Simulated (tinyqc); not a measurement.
Loss and coupling from a measured resonance.

Inverse problem. An all-pass ring of radius Rr has F = FSR/FWHM = pi sqrt(a t)/(1 - a t) and Tmin = (a - t)^2/(1 - a t)^2; it is known to be overcoupled (t < a). a = 10^(-al L/20), L = 2 pi Rr, k2 = 1 - t^2, FSR = lam^2/(ng L). Find ng, al and k2.

Inputs (values chosen for the exercise): cold resonance wavelength lam = 1550 nm; ring radius Rr = 20 um.

FSR = 4.744041573 nm
FWHM = 71.02947332 pm
Tmin (linear) = 0.2705027463

Solution. The finesse gives the product a t, Tmin the difference |a - t|; the spectrum alone cannot tell which is which.

ng = 4.030
al = 7.800 dB/cm
k2 = 0.06900

Numbers from tinyqc (`OMP_NUM_THREADS=1 python tinyqc.py 2650002 2650003 out.jsonl`; about 0.01 s on one thread of a shared Intel Xeon 2.30GHz).
